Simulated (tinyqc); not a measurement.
What each parameter does: interface roughness in a thin film (subband fluctuation and scattering).

Square well of width t, barriers V0, c = hbar^2/2m0: E1 solves k t + 2 atan[(k/mz)/(kappa/mb)] = pi, k = sqrt(mz E/c), kappa = sqrt(mb (V0 - E)/c). One interface is rough, so the subband edge fluctuates by G dt with G = |dE1/dt| (central difference of 0.01 angstrom; 2 E1/t for hard walls).

Gaussian roughness spectrum S(q) = pi D^2 Lc^2 exp(-q^2 Lc^2/4). Degenerate gas, taken to fill one subband (the second starts to fill once c kF^2/md exceeds E2 - E1, which is not tested here): kF = sqrt(2 pi Ns/gv), q = 2 kF sin(theta/2), 1/tau = (md/(2 pi c hbar)) G^2 times the integral from 0 to pi of S(q)(1 - cos theta)/eps(q)^2 dtheta, eps(q) = 1 + qs/q with screening (qs = gv md q0/(c eps), q0 = e^2/(4 pi eps0), form factors left out, which overstates the screening; other scattering is left out too, so these values lie far above measured mobilities in all but the thinnest films) or 1 without; mobility = tau c2/md with c2 = e/m0 = 1.75882e15 cm^2/(V s^2); 1e12/cm^2 = 1e-4/angstrom^2.

Constants: hbar^2/2m0 = 3.80998211 eV angstrom^2; hbar = 6.58211957e-16 eV s; e^2/(4 pi eps0) = 14.39964547 eV angstrom.

Parameters, chosen for this exercise (near those of a thin Si channel on (100), two-fold valleys; shifted at random, so the results belong to these values and not to a real crystal): t = 34 angstrom (film thickness); mz = 0.916 m0 (confinement mass); V0 = 2.92 eV (barrier); mb = 0.53 m0 (barrier mass); md = 0.191 m0 (mass in the plane); gv = 2 (valleys); D = 1.4 angstrom (rms height of the roughness); Lc = 44 angstrom (correlation length); Ns = 2.4 x 1e12/cm^2 (sheet density); eps = 7.7 (mean dielectric constant at the channel).

G, G D, and the screened mobility.

Results for these values:
```
case  G (meV/angstrom)  G D (meV)  mobility (cm^2/(V s))
base             1.786       2.50              5.012e+05
```

What happens to each result for Ns = 3.84 x 1e12/cm^2, all else kept?

Answer: G does not change at the printed digits; G D does not change at the printed digits; mobility rises from 5.012e+05 to 6.561e+05.

The same for each parameter in turn:
```
case                   G (meV/angstrom)  G D (meV)  mobility (cm^2/(V s))
base                              1.786       2.50              5.012e+05
t = 30 angstrom                   2.546       3.56              2.464e+05
D = 1.82 angstrom                 1.786       3.25              2.966e+05
Lc = 52 angstrom                  1.786       2.50              5.507e+05
Ns = 3.84 x 1e12/cm^2             1.786       2.50              6.561e+05
mz = 1.053 m0                     1.585       2.22              6.364e+05
md = 0.22 m0                      1.786       2.50              4.752e+05
V0 = 2.04 eV                      1.732       2.43              5.325e+05
eps = 9.2                         1.786       2.50              3.788e+05
```

In the base case G D is 0.17 times EF - E1 = 15.0 meV.

tinyqc: `OMP_NUM_THREADS=1 python tinyqc.py 1282072 1282073 out.jsonl`; about 0.02 s, one thread, shared Intel(R) Xeon(R) Processor @ 2.30GHz.
